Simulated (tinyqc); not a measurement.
# Trap density from the barrier height

Question. In a partly depleted grain with all boundary traps filled, 2 N W = Qt and VB = q N W^2/(2 eps0 eps_r). Find Qt, W and the doping at which VB would equal Vt.

Values chosen for this exercise: temperature T = 300 K; relative permittivity eps_r = 11.7.

Constants: q = 1.602176634e-19 C, kB = 1.380649e-23 J/K, Vt = kB T/q, eps0 = 8.8541878128e-14 F/cm where lengths are in cm. Results are converted to the units shown.

doping = 3.7e18 cm^-3
barrier height = 0.067715656 V

Answer. Eliminating W gives VB = q Qt^2/(8 eps0 eps_r N), which falls as 1/N.

Qt = 3.600e12 cm^-2
W = 4.865 nm
doping for VB = Vt = 9.692e18 cm^-3

tinyqc, about 0.01 s, one thread, Intel Xeon 2.30GHz (shared host): `OMP_NUM_THREADS=1 python tinyqc.py 2830024 2830025 out.jsonl`
